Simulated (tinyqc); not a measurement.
Physical sputtering: collision-cascade yield, angular dependence, faceting and resputtering in deposition: one step, computed by the program tinyqc.

Ions start collision cascades; atoms that reach the surface with more than U leave. The target is amorphous or fine-grained.

Task: Oblique incidence. Angular law: Y/Y0 = t^f exp(-f cos(a_opt)(t - 1)), t = 1/cos(angle), largest at a_opt. A plane tilted by the angle recedes along the beam at a speed proportional to Y(angle), and along its own normal as Y cos(angle).

Inputs (values chosen for the exercise, modelled on krypton ions on silicon): ion energy E = 240 eV; angular exponent f = 2.4; angle of the largest yield = 57 degrees; angle of incidence = 40 degrees.

yield Y0 = 0.1730546 atoms per ion

Give: Y/Y0 at the angle; yield at the angle; normal speed relative to a flat surface; largest Y/Y0.

Result:

Y/Y0 at the angle = 1.2718

yield at the angle = 0.22009 atoms per ion

normal speed relative to a flat surface = 0.97425

largest Y/Y0 = 1.4412

Caution: within a few times the threshold, cascades are short and these fits are rough.
